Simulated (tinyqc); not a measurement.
From results back to parameters: averaged masses of warped heavy- and light-hole bands. Three cases, with inputs chosen for the exercise.

Problem. For B along [111] the central orbits have s = 1/4 all round, so the cyclotron masses are 1/(g1 -/+ sqrt(g2^2 + 3 g3^2)). They are given with the heavy-hole mass along [100], 1/(g1 - 2 g2); g2 and g3 are positive.

Case 1.

heavy and light cyclotron mass for B along [111]; heavy mass along [100] (m0): 0.6085508  0.0801491  0.3424658

Case 2.

heavy and light cyclotron mass for B along [111]; heavy mass along [100] (m0): 0.4526634  0.0261706  0.3322259

Case 3.

heavy and light cyclotron mass for B along [111]; heavy mass along [100] (m0): 0.5672860  0.1471190  0.2777778

Find: g1; sqrt(g2^2 + 3 g3^2); g2; g3.

Solution. The mean of the two inverse cyclotron masses is g1 and half their difference is the root; g2 = (g1 - 1/m[100])/2, and g3 follows.

Case 1.

g1 = 7.06
sqrt(g2^2 + 3 g3^2) = 5.417
g2 = 2.07
g3 = 2.89

Case 2.

g1 = 20.21
sqrt(g2^2 + 3 g3^2) = 18.001
g2 = 8.60
g3 = 9.13

Case 3.

g1 = 4.28
sqrt(g2^2 + 3 g3^2) = 2.517
g2 = 0.34
g3 = 1.44

Computed by tinyqc, one run a case: `OMP_NUM_THREADS=1 python tinyqc.py N N+1 out.jsonl` with N = 1050293, 1050318, 1050376; one thread of a shared Intel(R) Xeon(R) Processor @ 2.30GHz, about 0.03 s a run at most.
